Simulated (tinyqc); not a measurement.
## The weight eta from points of equal mobility

Question. If the mobility depends on E = q (Ndep + eta Ns)/(eps0 eps_r) alone, two points of equal mobility on its falling branch have equal E. Find eta and E.

Parameters, values chosen for the exercise:
```
symbol  value  unit                                     meaning
eps_r    11.7        relative permittivity of the semiconductor
```

Constants: q = 1.602176634e-19 C, eps0 = 8.8541878128e-14 F/cm where lengths are in cm. Results are converted to the units shown.

Ndep at two body biases (cm^-2): 1.0086633e12  1.6854570e12
Ns at which the mobility is the same (cm^-2): 7.3e12  4.9662286e12

Answer. eta is the ratio of the differences of Ndep and Ns.

eta = 0.2900
E = 0.4834 MV/cm

Numbers from tinyqc (`OMP_NUM_THREADS=1 python tinyqc.py 2510044 2510045 out.jsonl`; about 0.01 s on one thread of a shared Intel Xeon 2.30GHz).
